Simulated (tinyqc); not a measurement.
Out-diffusion of a doped substrate or buried layer into a growing epitaxial film: one step, computed by the program tinyqc. Command: `OMP_NUM_THREADS=1 python tinyqc.py 3015699 3015700 out.jsonl buried walk`. One thread of a shared host (Intel(R) Xeon(R) Processor @ 2.30GHz), about 0.01 s of CPU time with the checks.

x is counted from the original substrate surface into the film, whose surface moves as x = v t. Substrate dopant has one diffusivity; the dopant of the film is taken as uniform.

Problem. Transition width. After growth and the later budget: l2 = 2 sqrt(D t + (Dt)2); C(x) = (C_s/2) erfc(x/l2) + share x C_s exp(-x/decay length) for x > 0 (autodoping taken as unchanged by the later budget). The transition x_t solves C(x) = C_e, the metallurgical junction. Usable film = d - x_t. Also give x_t for the erfc term alone, after growth and after the later budget.

Inputs (values chosen for the exercise, modelled on arsenic in silicon):
```
quantity,value,unit
substrate concentration C_s,2.5e+18,1/cm^3
film doping C_e,6.3e+15,1/cm^3
film thickness d,2.2,um
growth temperature T,1150,C
"autodoping level at the start, as a share of C_s",0.0006,-
decay length of autodoping,0.4,um
later thermal budget (Dt)2,3.3e-10,cm^2
```

Film doping: opposite type.

length l = 0.05000107 um

Give: length l2; x_t after growth, erfc alone; x_t after the later budget, erfc alone; x_t with autodoping; usable film.

Solution.

length l2 = 0.3667 um

x_t after growth, erfc alone = 0.09915 um

x_t after the later budget, erfc alone = 0.7273 um

x_t with autodoping = 0.7305 um

usable film = 1.469 um

Solid-state diffusion sets the transition. The later budget is 53 times that of the growth.
